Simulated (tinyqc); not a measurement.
Worked calculation: Ewald sum of point charges, displaced rock salt, strained along z by a factor 1.17, lattice. Computed by tinyqc, a small Python program that keeps every step. Command: `OMP_NUM_THREADS=1 python tinyqc.py 27477 27478 out.jsonl` (the two numbers bound the seeds that draw the settings). One thread of a shared host (Intel(R) Xeon(R) Processor @ 2.60GHz), about 0.03 s of CPU time with the checks.

## Ewald sum with eta = 0.379 1/bohr

cell vectors (rows) (bohr):
```
          1         2         3
1  0.000000  4.440000  5.195000
2  4.440000  0.000000  5.195000
3  4.440000  4.440000  0.000000
```

Charges:
```
q                f1        f2        f3
2.000000   0.000000  0.000000  0.000000
-2.000000  0.450000  0.520000  0.500000
```

Real space: 1/2 sum q_i q_j erfc(eta r)/r over all images with r > 0; reciprocal space: (2 pi/V) sum_(G != 0) exp(-G^2/4 eta^2)/G^2 |S(G)|^2 with S(G) = sum q exp(i G.r); self term -eta/sqrt(pi) sum q^2; background -pi Q^2/(2 V eta^2), Q the total charge.

Real-space shells (first ones):
```
r (bohr)  pairs  sum (hartree)
4.221812      2      -0.022403
4.359646      2      -0.017849
4.536916      2      -0.013249
4.665449      2      -0.010629
5.044819      2      -0.005433
5.356189      2      -0.003057
6.279108      8       0.001947
6.833859     16       0.001168
7.881465      2      -0.000012
7.980889      2      -0.000009
8.084310      2      -0.000007
8.127744      2      -0.000007
```

Reciprocal shells (first ones that count):
```
G^2 (1/bohr^2)  vectors  sum (hartree)
1.367002              8       0.263573
1.462812              2       0.000466
2.002598              4       0.000427
3.465410              8       0.000062
4.005196              4       0.000013
4.292627              8       0.000507
5.372198             16       0.000122
5.468009              8       1.93e-06
5.851250              2       2.23e-07
7.853848              8       2.80e-08
8.010392              4       1.20e-08
8.297823             16       4.79e-07
```

## The total does not depend on eta

The same sums for other eta.

Totals (hartree per cell):
```
eta            real  reciprocal       self  background        total
0.379000  -0.069556    0.265172  -1.710623    0.000000  -1.51500640
0.528000  -0.003788    0.871919  -2.383137    0.000000  -1.51500640
0.724000  -0.000027    1.752806  -3.267786    0.000000  -1.51500640
```

shortest distance = 4.221812 bohr

Madelung constant -E d / (formula units |q+ q-|) = 1.599018
